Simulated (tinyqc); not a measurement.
Inside a calculation: nanosheet or nanowire with hard walls, valleys of the Si type. Values are carried at full precision from step to step, so a last printed digit may differ when a step is redone from the rounded ones.

Six ellipsoidal valleys along the cube axes: inverse mass tensor w = 1/mt + (1/ml - 1/mt) a a^T with a the unit axis. Device axes: x along the channel, z = [001], y = z x x.

Constants: hbar^2/2m0 = 3.80998211 eV angstrom^2; hbar = 6.58211957e-16 eV s; e^2/h = 3.874045865e-05 S; kB = 8.617333262e-05 eV/K.

Inputs chosen for the exercise (near those of Si; shifted at random, so the results belong to these values and not to a real crystal):
```
symbol   value  unit      meaning
ml       0.903  m0        longitudinal mass
mt       0.189  m0        transverse mass
channel  110              transport direction x on a (001) wafer
W        210    angstrom  width, along y
H        62     angstrom  height, along z = [001]
dE       0.049  eV        EF above the lowest subband edge
T        300    K         temperature
g_all    6                number of valleys
```

## Valley masses for a [110] channel

Rotate w into the device axes and group equal valleys (|w_yz| counts); order by w_zz, then w_yy. 1/m_x = w_xx - w_xc w_c^-1 w_cx with c the block (y, z).

Valleys:
```
group,valleys g,w_yy,w_zz,|w_yz|,m_x (m0)
A,2,5.2910,1.1074,0.0000,0.1890
B,4,3.1992,5.2910,0.0000,0.5460
```

The lightest transport mass, 0.189 m0, belongs to group A.

## One-dimensional subbands

Hard walls around a W x H rectangle. The block w_c of w in (y, z) confines; the transport mass follows from 1/m_x = w_xx - w_xc w_c^-1 w_cx. The cross-section problem c (w_yy ky^2 + 2 w_yz ky kz + w_zz kz^2), c = hbar^2/2m0, is solved in products sin(n pi y/W) sin(l pi z/H), n, l = 1 to 12; if w_yz = 0 the levels are c pi^2 (w_yy n^2/W^2 + w_zz l^2/H^2). The w_yz term couples (n, l) to (n', l') by -2 c w_yz D_nn'(W) D_ll'(H) with D_nm(L) = 4 n m/(L (n^2 - m^2)) for n + m odd and 0 otherwise.

The ten lowest levels of all groups together, numbered within each group.

Subbands:
```
label,valleys g,m_x (m0),E (eV)
A1,2,0.18900,0.01534
A2,2,0.18900,0.02888
A3,2,0.18900,0.04784
A4,2,0.18900,0.05144
B1,4,0.54600,0.05449
A5,2,0.18900,0.06138
B2,4,0.54600,0.06267
B3,4,0.54600,0.07631
A6,2,0.18900,0.08302
A7,2,0.18900,0.08394
```

The lowest subband is A1; the number of further ones in the list within kB T = 25.9 meV of it at 300 K is 1.

## Modes, density and velocity at zero temperature

With EF = E_lowest + dE, each subband below EF has k_F = sqrt(m_x (EF - E)/c), carries n = 2 g k_F/pi electrons per length (spin included), moves at v = 2 c k_F/(hbar m_x) and adds 2 g e^2/h to the ballistic conductance; c = hbar^2/2m0, 1 angstrom/s = 1e-8 cm/s.

Occupied subbands:
```
label,k_F (1/angstrom),n (1/nm),v (1e7 cm/s)
A1,0.0493,0.628,3.02
A2,0.0419,0.534,2.57
A3,0.0286,0.364,1.75
A4,0.0253,0.322,1.55
B1,0.0376,0.957,0.80
A5,0.0121,0.154,0.74
B2,0.0155,0.395,0.33
```

total n = 3.354 1/nm
ballistic conductance = 1394.7 microsiemens

EF lies below the last listed level, so the count is complete for these valleys (other families, and non-parabolicity above about 0.2 eV, are left out): 7 subbands with 18 valley modes. The Fermi velocity, averaged with the densities as weights, is 1.61 x 1e7 cm/s; the mean over all filled states moving one way is half of it.

## Threshold shift from confinement

Without degeneracy the line density is N1 exp((EF - Ec)/kB T) with N1 = sum 2 g sqrt(m_x kB T/(4 pi c)) exp(-E/kB T), here over n, l up to 80 where w_yz = 0 and over all levels of a 12 x 12 sine basis otherwise; the classical value is W H Nc with Nc = 2 g_all (m_dos kB T/(4 pi c))^(3/2), m_dos = (ml mt^2)^(1/3); dVt = kB T ln(W H Nc/N1).

Form N1, W H Nc and dVt.

N1 = 0.9838 1/nm
W H Nc = 3.521 1/nm
dVt = 33.0 mV

## Checks

- Lowest level of group A on a 40 x 40 difference grid against the sine basis, eV: both 0.015.

Computed by tinyqc, a small Python program: `OMP_NUM_THREADS=1 python tinyqc.py 1250372 1250373 out.jsonl` (the numbers bound the seed that draws the inputs); one thread of a shared host (Intel(R) Xeon(R) Processor @ 2.30GHz), about 0.03 s for the whole set of steps.
